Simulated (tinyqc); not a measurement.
# Convergence with the mesh

Model: Born-von Karman spring model of a cubic crystal with one atom per cell. Computed by tinyqc, a small Python program. Command: `OMP_NUM_THREADS=1 python tinyqc.py 3018179 3018180 out.jsonl springs sweep`. One thread of a shared host (Intel(R) Xeon(R) Processor @ 2.30GHz), about 0.2 s of CPU time with the checks.

First neighbours lie at a/2 (1,1,1) (8 of them), second at a (1,0,0) (6), with all permutations and signs; the volume per atom is Omega = a^3/2.

Inputs (values chosen for the exercise, for a model crystal):

| quantity | value | unit |
|---|---|---|
| atomic mass M | 11.3 | u |
| radial spring k1L | 2 | eV/angstrom^2 |
| transverse spring k1T | -0.027 | eV/angstrom^2 |
| radial spring k2L | 0.85 | eV/angstrom^2 |
| transverse spring k2T | 0.034 | eV/angstrom^2 |
| temperature T | 200 | K |

Lattice: bcc.

Constants: nu for 1 eV/(angstrom^2 u) = 15.6333042 THz; h x 1 THz = 4.135667696 meV; k_B = 8.617333262e-05 eV/K; hbar^2/u = 4.18015928e-03 eV angstrom^2.

Method:
- A neighbour at R with unit vector n couples by the matrix K(R) = kL n n^T + kT (1 - n n^T), and D(q) = (1/M) sum_R K(R) [1 - cos(q.R)].
- An eigenvalue lambda of D in eV/(angstrom^2 u) gives nu = 15.6333042 THz x sqrt(lambda).
- Mesh: q = sum_i (m_i + 1/2)/n b_i, m_i = 0..n-1, with b = [[0, 1, 1], [1, 0, 1], [1, 1, 0]] in 2 pi/a; sums are averages over the n^3 points, per atom.
- With x = h nu/(k_B T) and n = 1/(exp(x) - 1) for each mode: F = k_B T [x/2 + ln(1 - exp(-x))], U = k_B T x (n + 1/2), S/k_B = x n - ln(1 - exp(-x)), C/k_B = x^2 n (n + 1).
- <u_x^2> = (1/3) sum over modes of hbar^2/(2 M h nu) coth(x/2); zero-point energy = sum h nu/2. <u_x^2> converges slowly with the mesh, from below, with an error of order 1/n.

One run for each value:

| mesh divisions n | <u_x^2> (angstrom^2) | heat capacity C (k_B/atom) | entropy S (k_B/atom) | zero-point energy (meV/atom) |
|---|---|---|---|---|
| 2 | 0.004180 | 1.538 | 0.6838 | 75.90 |
| 3 | 0.004710 | 1.600 | 0.7987 | 74.20 |
| 4 | 0.004974 | 1.606 | 0.8339 | 73.90 |
| 6 | 0.005210 | 1.607 | 0.8506 | 73.80 |
| 8 | 0.005318 | 1.607 | 0.8540 | 73.78 |
| 12 | 0.005420 | 1.607 | 0.8557 | 73.78 |
| 16 | 0.005471 | 1.607 | 0.8561 | 73.78 |

Describe and explain the trends.

Over the rows, <u_x^2> (angstrom^2) rises from 0.00418 to 0.00547 (exponent d ln y / d ln x 0.29 between the first rows and 0.032 between the last); heat capacity C (k_B/atom) rises from 1.54 to 1.61, flat over part of the range; entropy S (k_B/atom) rises from 0.684 to 0.856 (exponent d ln y / d ln x 0.38 between the first rows and 0.0015 between the last). Against the finest mesh, the coarsest misses by 24 % in <u_x^2>, 4.3 % in C, 20 % in S, 2.9 % in the zero-point energy. <u_x^2> converges slowest, since it weights each mode by 1/nu to 1/nu^2 and so the long waves near G.

Caution (rows 2, 3, 4): the mesh is too coarse for this temperature: four more divisions change S by over 1 %.

Extremes, crossings and ranges named in words are read from the listed rows.
